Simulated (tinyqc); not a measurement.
What each parameter does: six-band k.p model of the valence band of a wurtzite crystal.

At k = 0: E1 = D1c + D2c + Te + Le (pure HH); E2, E3 = Le + u +/- sqrt(u^2 + 2 D3c^2), u = (D1c - D2c + Te)/2, D1c = Dcr, D2c = D3c = Dso/3. The weight of LH in state 2 is fL = (E2 - Le)^2/((E2 - Le)^2 + 2 D3c^2). Relative strengths of transitions to the conduction band: for E perpendicular to c (TE) 1/2, fL/2, (1 - fL)/2; for E along c (TM) 0, 1 - fL, fL, with one momentum element for both directions.

Strain of a c-plane layer: exx = eyy = e_par, ezz = -2 (C13/C33) e_par; Le = D1 ezz + D2 (exx + eyy), Te = D3 ezz + D4 (exx + eyy).

Conduction edge: Ec = (top of the unstrained valence band) + Eg + (a1 + D1) ezz + (a2 + D2)(exx + eyy).

Parameters, chosen for this exercise (near those of GaN; the results hold for these values, not for the real material): Dcr = 0.0162 eV (crystal-field splitting); Dso = 0.0176 eV (spin-orbit splitting); Eg = 3.471 eV (direct gap at Gamma from the top of the unstrained valence band); a1 = -4.77 eV (gap potential along c); a2 = -10.76 eV (gap potential in the plane); D1 = -3.58 eV; D2 = 4.28 eV; D3 = 7.8 eV; D4 = -4.01 eV; C13 = 103 GPa; C33 = 388 GPa; e_par = -0.01 (exx = eyy of a c-plane layer).

Splittings at k = 0 under the strain, fL and the lowest transition.

One parameter was then changed.

Results before and after:

| case | E1 - E2 (meV) | E1 - E3 (meV) | fL | lowest transition (eV) |
|---|---|---|---|---|
| base | 11.21 | 144.20 | 0.9961 | 3.5393 |
| changed | 11.21 | 144.20 | 0.9961 | 3.5823 |

Which of these changes was made? (a) e_par = -0.008; (b) C33 = 310.4 GPa; (c) D4 = -4.812 eV; (d) D2 = 3.424 eV; (e) Dcr = 0.01944 eV; (f) C13 = 123.6 GPa; (g) D1 = -4.296 eV; (h) a2 = -12.912 eV.

Answer: (h) a2 = -12.912 eV. Of the candidates, run in turn, only this one gives the changed row.

All candidates:

| case | E1 - E2 (meV) | E1 - E3 (meV) | fL | lowest transition (eV) |
|---|---|---|---|---|
| base | 11.21 | 144.20 | 0.9961 | 3.5393 |
| C33 = 310.4 GPa | 11.25 | 154.51 | 0.9966 | 3.5226 |
| D4 = -4.812 eV | 11.27 | 160.18 | 0.9969 | 3.5232 |
| D2 = 3.424 eV | 11.21 | 144.20 | 0.9961 | 3.5393 |
| C13 = 123.6 GPa | 11.24 | 152.45 | 0.9965 | 3.5259 |
| a2 = -12.912 eV | 11.21 | 144.20 | 0.9961 | 3.5823 |
| e_par = -0.008 | 11.10 | 119.99 | 0.9942 | 3.5256 |
| Dcr = 0.01944 eV | 11.23 | 147.43 | 0.9963 | 3.5393 |
| D1 = -4.296 eV | 11.21 | 144.20 | 0.9961 | 3.5393 |

D1 and D2 shift all valence edges and the conduction edge alike, so they drop out of splittings and transitions.

Computed by tinyqc, a small Python program: `OMP_NUM_THREADS=1 python tinyqc.py 1080146 1080147 out.jsonl` (the numbers bound the seed that draws the inputs); one thread of a shared host (Intel(R) Xeon(R) Processor @ 2.30GHz), about 0.01 s for the whole set of steps.
